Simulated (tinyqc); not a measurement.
Tight binding, honeycomb lattice, step by step. Computed by tinyqc, a small Python program that keeps every step. Settings: t1 = 1.69, t2 = 0, phi = 1.57, delta = 1.33, points = 7. Command: `OMP_NUM_THREADS=1 python tinyqc.py 24091 24092 out.jsonl` (the two numbers bound the seeds that draw the settings). One thread of a shared host (Intel(R) Xeon(R) Processor @ 2.60GHz), about 0.01 s of CPU time with the checks.

## Bloch Hamiltonian at k

Parameters chosen for this model:
```
parameter     value                        unit
t1         1.690000                 eV, nearest
t2                0       eV, second neighbours
phi        1.570000  rad, phase of t2 (Haldane)
delta      1.330000          eV, +/- on A and B
```

k point k (fractions of the reciprocal vectors): [0.480000, 0.310000]

H_AB = -t1 (1 + exp(-i k.a1) + exp(-i k.a2)); H_AA = delta - 2 t2 sum cos(k.b + phi), H_BB = -delta - 2 t2 sum cos(k.b - phi), b = a1, a2 - a1, -a2.

H(k) at k (eV), order A, B:
$$\begin{pmatrix}
1.330000 & 0.608804+1.783135i \\
0.608804-1.783135i & -1.330000
\end{pmatrix}$$

## Levels at k

Diagonalise the Hermitian matrix.

eigenvalues (eV): [-2.306321, 2.306321]

weights |c|^2 of the basis functions, order A, B:
$$\begin{pmatrix}
0.211662 & 0.788338 \\
0.788338 & 0.211662
\end{pmatrix}$$

## Bloch Hamiltonian at K

k point K (fractions of the reciprocal vectors): [0.333333, 0.666667]

As before.

H(k) at K (eV), order A, B:
$$\begin{pmatrix}
1.330000 & 0.000000 \\
0.000000 & -1.330000
\end{pmatrix}$$

## Levels at K

As before.

eigenvalues (eV): [-1.330000, 1.330000]

weights |c|^2 of the basis functions, order A, B:
$$\begin{pmatrix}
0.000000 & 1.000000 \\
1.000000 & 0.000000
\end{pmatrix}$$

## Bands along a path

The same steps at evenly spaced points between the labelled ones.

Bands along the path (eV):
```
k             band 1    band 2
G          -5.241546  5.241546
G-K 0.20   -4.959447  4.959447
G-K 0.40   -4.169476  4.169476
G-K 0.60   -3.040767  3.040767
G-K 0.80   -1.885643  1.885643
K          -1.330000  1.330000
K-M 0.20   -1.447652  1.447652
K-M 0.40   -1.691104  1.691104
K-M 0.60   -1.929430  1.929430
K-M 0.80   -2.093037  2.093037
M          -2.150581  2.150581
M-K' 0.20  -2.093037  2.093037
M-K' 0.40  -1.929430  1.929430
M-K' 0.60  -1.691104  1.691104
M-K' 0.80  -1.447652  1.447652
K'         -1.330000  1.330000
```

With 1 band(s) filled, the highest filled level on these points lies at K and the lowest empty one at K: a gap of 2.6600 eV, direct.

## Chern number of the lower band

On a 7 x 7 mesh, the phase of the product of overlaps around each plaquette (k1 then k2); the sum over 2 pi is an integer.

plaquette phases (rad):
$$\begin{pmatrix}
0.000000 & -0.014789 & -0.049508 & -0.058674 & 0.040697 & 0.028350 & 0.011244 \\
0.014789 & 0.000000 & -0.035926 & -0.165137 & -0.116614 & 0.037575 & 0.028350 \\
0.049508 & 0.035926 & 0.000000 & -0.148432 & -0.450673 & -0.116614 & 0.040697 \\
0.058674 & 0.165137 & 0.148432 & 0.000000 & -0.148432 & -0.165137 & -0.058674 \\
-0.040697 & 0.116614 & 0.450673 & 0.148432 & 0.000000 & -0.035926 & -0.049508 \\
-0.028350 & -0.037575 & 0.116614 & 0.165137 & 0.035926 & 0.000000 & -0.014789 \\
-0.011244 & -0.028350 & -0.040697 & 0.058674 & 0.049508 & 0.014789 & 0.000000
\end{pmatrix}$$

Chern number = 0.000000
